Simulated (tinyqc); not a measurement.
Worked calculation: molecular dynamics of a small cluster by velocity Verlet steps. Computed by tinyqc, a small Python program that keeps every step. Command: `OMP_NUM_THREADS=1 python tinyqc.py 3000721 3000722 out.jsonl verlet walk`. One thread of a shared host (Intel(R) Xeon(R) Processor @ 2.30GHz), about 0.1 s of CPU time with the checks. Intermediate numbers are printed to about 5 digits and carried at full precision; extremes and crossings named in words are read from the listed rows.

E = sum_(i<j) phi(r_ij), phi(r) = eps [exp(-2 alpha (r - r0)) - 2 exp(-alpha (r - r0))]; the force on i is -sum_j phi'(r_ij) (R_i - R_j)/r_ij.

Inputs (values chosen for the exercise, for model atoms):

| quantity | value | unit |
|---|---|---|
| length r0 | 2.56 | angstrom |
| well depth eps | 0.59 | eV |
| stiffness alpha | 1.81 | 1/angstrom |
| atomic mass M | 77.1 | u |
| time step dt | 3.2 | fs |
| steps | 300 | - |
| target temperature T0 | 200 | K |
| coupling time tau | 200 | fs |

Potential: Morse. Thermostat: Berendsen.

starting positions (angstrom):
```
            x     y      z
atom 1  -0.02  0.03   0.01
atom 2   2.61  0.02   0.01
atom 3   1.27  2.17   0.01
atom 4    1.3  0.72   2.06
atom 5   1.28  0.73  -2.09
```

starting velocities (angstrom/fs):
```
               x         y         z
atom 1  -0.00151   0.00287  -0.00117
atom 2  -0.00226  -0.00238   0.00073
atom 3    0.0011    0.0006  -0.00148
atom 4   0.00167  -0.00011    0.0016
atom 5     0.001  -0.00098   0.00032
```

Constants: 1 eV/(angstrom u) = 9.648533212e-03 angstrom/fs^2; k_B = 8.617333262e-05 eV/K.

## State at the start

Velocity Verlet: a = c F/M with c = 9.648533212e-3 angstrom/fs^2 per eV/(angstrom u); R(new) = R + v dt + a dt^2/2; v(new) = v + (a + a(new)) dt/2. Kinetic energy K = M v^2/(2c); temperature T = 2K/((3N - 3) k_B), rotation of the cluster included. After each step v is scaled by sqrt(1 + (dt/tau)(T0/T - 1)).

forces (eV/angstrom):
```
               x         y         z
atom 1   0.03688  -0.26257  -0.10940
atom 2  -0.15065  -0.10092  -0.17010
atom 3   0.08319   0.48906  -0.13077
atom 4  -0.00326  -0.06196   0.24640
atom 5   0.03385  -0.06362   0.16387
```

potential energy = -5.3469 eV

kinetic energy = 0.13734 eV

temperature = 265.63 K

## Step 1

The formulas are those given above.

positions after step 1 (angstrom):
```
              x       y        z
atom 1  -0.0248  0.0390   0.0062
atom 2   2.6027  0.0123   0.0122
atom 3   1.2736  2.1722   0.0052
atom 4   1.3053  0.7196   2.0653
atom 5   1.2832  0.7268  -2.0889
```

new forces (eV/angstrom):
```
               x         y         z
atom 1   0.04206  -0.26115  -0.06339
atom 2  -0.14102  -0.09555  -0.16907
atom 3   0.09551   0.46201  -0.08610
atom 4  -0.03061  -0.04356   0.18065
atom 5   0.03406  -0.06175   0.13792
```

velocities after step 1 (angstrom/fs):
```
                 x           y           z
atom 1  -0.0014911   0.0027594  -0.0012021
atom 2  -0.0023135  -0.0024143   0.0006607
atom 3   0.0011334   0.0007888  -0.0015202
atom 4   0.0016597  -0.0001309   0.0016820
atom 5   0.0010115  -0.0010030   0.0003796
```

total energy = -5.2101 eV

## Step 2

The formulas are those given above.

positions after step 2 (angstrom):
```
              x       y        z
atom 1  -0.0296  0.0477   0.0023
atom 2   2.5952  0.0045   0.0142
atom 3   1.2773  2.1751   0.0003
atom 4   1.3106  0.7192   2.0708
atom 5   1.2865  0.7236  -2.0876
```

new forces (eV/angstrom):
```
               x         y         z
atom 1   0.04860  -0.25633  -0.01788
atom 2  -0.13234  -0.08835  -0.16546
atom 3   0.10652   0.42854  -0.04145
atom 4  -0.05668  -0.02475   0.11382
atom 5   0.03390  -0.05910   0.11097
```

velocities after step 2 (angstrom/fs):
```
                 x           y           z
atom 1  -0.0014697   0.0026500  -0.0012157
atom 2  -0.0023632  -0.0024458   0.0005924
atom 3   0.0011713   0.0009650  -0.0015424
atom 4   0.0016387  -0.0001442   0.0017372
atom 5   0.0010229  -0.0010250   0.0004285
```

total energy = -5.2108 eV

## Fastest vibration

Relax the cluster, diagonalise the Hessian (central differences): omega_max = sqrt(c lambda_max/M). Verlet steps are stable for omega_max dt < 2.

omega_max = 0.045419 1/fs

shortest period = 138.34 fs

omega_max dt = 0.14534

The step is 1/43.2 of the shortest period.

## The trajectory

Spread = largest minus smallest value. The test of the step is the spread (largest minus smallest) of the total energy over the run without thermostat, against the spread of K; the step passes below 5 %. The mean T is over the second half.

Course of the run (evenly spaced rows):

| step | t (fs) | U (eV) | K (eV) | U + K (eV) | T (K) |
|---|---|---|---|---|---|
| 0 | 0.0 | -5.3469 | 0.13734 | -5.2096 | 265.63 |
| 21 | 67.2 | -5.3090 | 0.09356 | -5.2154 | 180.96 |
| 42 | 134.4 | -5.3382 | 0.12026 | -5.2179 | 232.60 |
| 63 | 201.6 | -5.3372 | 0.11361 | -5.2236 | 219.74 |
| 84 | 268.8 | -5.3152 | 0.08957 | -5.2256 | 173.24 |
| 105 | 336.0 | -5.3576 | 0.13122 | -5.2263 | 253.79 |
| 126 | 403.2 | -5.3402 | 0.11229 | -5.2279 | 217.17 |
| 147 | 470.4 | -5.3249 | 0.09662 | -5.2283 | 186.86 |
| 168 | 537.6 | -5.3477 | 0.11959 | -5.2282 | 231.30 |
| 189 | 604.8 | -5.3247 | 0.09345 | -5.2312 | 180.74 |
| 210 | 672.0 | -5.3129 | 0.08219 | -5.2307 | 158.97 |
| 231 | 739.2 | -5.3497 | 0.11552 | -5.2341 | 223.42 |
| 252 | 806.4 | -5.3315 | 0.09897 | -5.2326 | 191.41 |
| 273 | 873.6 | -5.3284 | 0.09610 | -5.2323 | 185.87 |
| 294 | 940.8 | -5.3601 | 0.12695 | -5.2331 | 245.53 |

spread of the total energy = 1.8168e-04 eV

spread of the total over spread of K = 0.0029060

mean temperature = 205.35 K

The total energy keeps within 0.29 % of the swings of K, so the step passes. With the thermostat the mean T is 205 K, against the target 200 K; the scaling adds or removes energy, so U + K is not conserved in the table.

## Energy conservation against the time step

Velocity Verlet: a = c F/M with c = 9.648533212e-3 angstrom/fs^2 per eV/(angstrom u); R(new) = R + v dt + a dt^2/2; v(new) = v + (a + a(new)) dt/2. Kinetic energy K = M v^2/(2c); temperature T = 2K/((3N - 3) k_B), rotation of the cluster included. Runs without thermostat over the same span of time, steps x dt; spread = largest minus smallest value. For contrast, the energy gained over the first 30 dt (dt of the inputs) by explicit Euler steps: R(new) = R + v dt, v(new) = v + a dt.

Energy error (eV):

| dt (fs) | omega_max dt | Verlet, spread of U + K | Euler, gain in U + K |
|---|---|---|---|
| 0.4 | 0.01817 | 2.8320e-06 | 0.002443 |
| 0.8 | 0.03633 | 1.1328e-05 | 0.004978 |
| 1.6 | 0.07267 | 4.5338e-05 | 0.010328 |
| 3.2 | 0.14534 | 1.8168e-04 | 0.022218 |
| 6.4 | 0.29068 | 7.2485e-04 | 0.051124 |
| 9.6 | 0.43602 | 1.6497e-03 | 0.087097 |

The Verlet error grows as dt^2.00 between the first rows, the second order of the method. Euler steps gain energy steadily: over that short span the gain in the first row is already 860 times the Verlet spread of the whole run, and it grows as dt^1.03, tending to the first order of that method as dt shrinks.

Checks made by the program: time reversal over 50 steps (relative difference below 1e-10).
